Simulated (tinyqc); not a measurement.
p-n diode, drift-diffusion by the Gummel loop with Scharfetter-Gummel fluxes: two steps of the calculation.

Abrupt junction at x = 0, p side from -Lp, n side to Ln, ohmic contacts. psi is counted from the intrinsic level; n = ni exp((psi - phin)/Vt), p = ni exp((phip - psi)/Vt). Contacts: p side psi = V - Vt ln(Na/ni), p = Na, n = ni^2/Na; n side psi = Vt ln(Nd/ni), n = Nd, p = ni^2/Nd. Constant mobilities, D = mu Vt, Boltzmann statistics, SRH recombination through a mid-gap level, U = (n p - ni^2)/(tp (n + ni) + tn (p + ni)). Current is positive from the p contact to the n contact.

Inputs (values chosen for the exercise); band and dielectric values close to those of germanium:
```
symbol,value,unit,meaning
T,300,K,temperature
eps_r,16,,relative permittivity
Na,2.9e16,cm^-3,acceptor density of the p side
Nd,2.1e16,cm^-3,donor density of the n side
mup,1300,cm^2/(V s),hole mobility
tn,7e-9,s,SRH lifetime of electrons
tp,4e-9,s,SRH lifetime of holes
G,0,cm^-3 s^-1,uniform generation rate
V,0.37,V,bias of the p contact
```

Constants: q = 1.602176634e-19 C, kB = 1.380649e-23 J/K, Vt = kB T/q, eps0 = 8.8541878128e-14 F/cm where lengths are in cm. Results are converted to the units shown.

Task 1. Poisson equation. With phin and phip held, solve a_i (psi_(i+1) - psi_i) - a_(i-1) (psi_i - psi_(i-1)) + q w_i (p_i - n_i + C_i) = 0 for the inner nodes by Newton steps to convergence; a_i = eps0 eps_r/h_i, h_i = x_(i+1) - x_i, w_i = (h_(i-1) + h_i)/2, C = -Na or +Nd.

```
node  x (nm)  phin at the start (V)  phip at the start (V)
0      -5900                   0.37                   0.37
1      -2690                      0                   0.37
2      -1200                      0                   0.37
3       -509                      0                   0.37
4       -185                      0                   0.37
5        -35                      0                   0.37
6         35                      0                   0.37
7        139                      0                   0.37
8        292                      0                   0.37
9        520                      0                   0.37
10       858                      0                   0.37
11      1360                      0                   0.37
12      2100                      0                      0
```

ni = 2.3700348e13 cm^-3

Give: psi; n after Poisson; p after Poisson.

Result 1.

```
node  psi (V)  n after Poisson (cm^-3)  p after Poisson (cm^-3)
0      0.1862                 1.937e10                 2.900e16
1      0.1731                 1.917e16                 4.816e16
2      0.1731                 1.916e16                 4.816e16
3      0.1731                 1.916e16                 4.816e16
4      0.1731                 1.917e16                 4.815e16
5      0.1739                 1.978e16                 4.667e16
6      0.1927                 4.093e16                 2.255e16
7      0.1937                 4.260e16                 2.167e16
8      0.1938                 4.264e16                 2.165e16
9      0.1938                 4.265e16                 2.165e16
10     0.1938                 4.265e16                 2.165e16
11     0.1938                 4.262e16                 2.166e16
12     0.1755                 2.100e16                 2.675e10
```

Task 2. Hole continuity. With psi and the new n held, F_i = (mup Vt/h_i) [p_(i+1) B(-d_i) - p_i B(d_i)], d_i = (psi_(i+1) - psi_i)/Vt, B(d) = d/(exp(d) - 1); solve F_i - F_(i-1) = w_i [(n_i p_i - ni^2)/den_i - G] for the new p, with den = tp (n + ni) + tn (p + ni) taken at the new n and the old p, h_i = x_(i+1) - x_i, w_i = (h_(i-1) + h_i)/2; phip = psi + Vt ln(p/ni).

```
node  x (nm)     psi (V)  new n (cm^-3)  p after Poisson (cm^-3)
0      -5900  0.18620362   1.9369189e10                   2.9e16
1      -2690  0.17308862   6.6861557e15             4.8163758e16
2      -1200  0.17308803   1.1081905e16             4.8164857e16
3       -509  0.17308804   1.3277126e16             4.8164828e16
4       -185  0.17309573   1.4351465e16             4.8150513e16
5        -35  0.17390556   1.5321186e16             4.6665547e16
6         35  0.19270197   3.2049666e16             2.2554362e16
7        139  0.19373839   3.3724585e16             2.1668034e16
8        292  0.19376516   3.4291723e16             2.1645607e16
9        520  0.19376548   3.5100942e16             2.1645338e16
10       858  0.19376546   3.6336238e16             2.1645356e16
11      1360  0.19375134   3.8233501e16             2.1657181e16
12      2100  0.17545204         2.1e16             2.6747928e10
```

ni = 2.3700348e13 cm^-3

Find: new p; phip after round 1.

Result 2.

```
node  new p (cm^-3)  phip after round 1 (V)
0          2.900e16                  0.3700
1          2.807e16                  0.3560
2          2.145e16                  0.3491
3          1.852e16                  0.3453
4          1.717e16                  0.3433
5          1.603e16                  0.3424
6          7.546e15                  0.3417
7          6.836e15                  0.3402
8          6.212e15                  0.3377
9          5.303e15                  0.3336
10         3.973e15                  0.3262
11         2.030e15                  0.3088
12         2.675e10                  0.0000
```

tinyqc, about 0.1 s, one thread, Intel Xeon 2.30GHz (shared host): `OMP_NUM_THREADS=1 python tinyqc.py 2240095 2240096 out.jsonl`
